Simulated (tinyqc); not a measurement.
# Floating body of a partially depleted SOI transistor: body voltage and kink, step by step

Numbers from tinyqc (`OMP_NUM_THREADS=1 python tinyqc.py 2182256 2182257 out.jsonl`; about 0.2 s on one thread of a shared Intel Xeon 2.30GHz). Printed values are rounded.

Source at 0 V. Channel current Ic = 2 nf K Vt^2 [F(0) - F(Vd)](1 + la Vd), F(V) = ln^2(1 + exp((Vg - VT - nf V)/(2 nf Vt))), VT = VT0 - gb Vb. Saturation voltage Vs = 2 Vt sqrt(F(0)) + 3 Vt, excess Ve = (Vd - Vs + sqrt((Vd - Vs)^2 + 0.0004 V^2))/2, multiplication M1 = Ai Ve exp(-Bl/Ve). Each junction passes D(v) = J1 (exp(v/Vt) - 1) + J2 (exp(v/(2 Vt)) - 1). Bipolar current Ib = bb J1 (exp(Vb/Vt) - 1). The body settles where M1 (Ic + Ib) = D(Vb) + D(Vb - Vd) + Vb/Rb; drain current Id = (1 + M1)(Ic + Ib) - D(Vb - Vd).

Parameters, values chosen for the exercise; values of the order met in partially depleted silicon-on-insulator transistors:
```
symbol,value,unit,meaning
T,358,K,temperature
VT0,0.3,V,threshold at zero body voltage
gb,0.24,,fall of the threshold per volt of body voltage
nf,1.28,,slope factor
K,180,uA/(V^2 um),gain factor per width
la,0.04,1/V,channel-length modulation factor
Ai,2.5,1/V,impact-ionisation prefactor
Bl,5.3,V,impact-ionisation voltage
J1,3.6e-11,uA/um,diffusion saturation current of each junction
J2,1.2e-8,uA/um,recombination saturation current of each junction
bb,1,,gain of the lateral bipolar transistor on the diffusion current
Rb,1e9,kohm um,"resistance of a weak body tie to the source (1e9 stands for no tie, and the term is then dropped)"
Vg,0.28,V,gate voltage
Vd,1.4,V,drain voltage
```

Constants: q = 1.602176634e-19 C, kB = 1.380649e-23 J/K, Vt = kB T/q. Results are converted to the units shown.

Range of the model: The multiplication law is an empirical form chosen for the exercise; self-heating and capacitive coupling to the body are left out, and the linear laws are rough once Vb passes about 0.7 V or M1 about 0.1.

## Starting value

Vb = 0.71 V.

Vb at the start = 0.71 V

## Iteration 1: new Vb

Current into the body I_in = M1 (Ic + Ib) - D(Vb - Vd), current out I_out = D(Vb) + Vb/Rb; f = ln(I_in/I_out), s = df/dVb by central differences over 1e-5 V, Vb(new) = Vb - f/s.

Ic = 1.93333 uA/um
Ve = 1.18147 V
M1 = 0.0332770
I_in = 0.0761805 uA/um
I_out = 0.357147 uA/um
f = -1.54504
s = -25.8918 1/V
Vb after iteration 1 = 0.650327 V

## Iteration 2: new Vb

As before.

Ic = 1.64956 uA/um
Ve = 1.19109 V
M1 = 0.0347854
I_in = 0.0591701 uA/um
I_out = 0.0518985 uA/um
f = 0.131128
s = -29.3708 1/V
Vb after iteration 2 = 0.654792 V

## Course of the iteration

Stop when the step is below 1e-10 V, or after 40 iterations.

Course of the iteration:
```
iteration,Vb before the step (V),step (V)
1,0.71,-0.0597
2,0.650327,4.46e-3
3,0.654792,7.43e-6
4,0.654799,2.29e-11
```

Converged in 4 iterations.

## Drain current with floating and with grounded body

converged Vb = 0.654799 V

Id and VT at the converged Vb, Id at Vb = 0, their ratio, and the bipolar share Ib/(Ic + Ib).

VT = 0.142848 V
Id, floating = 1.78923 uA/um
Id, grounded = 0.160401 uA/um
ratio = 11.1547
bipolar share = 3.43901 %

The body rises to 0.655 V and lowers the threshold by 157 mV.
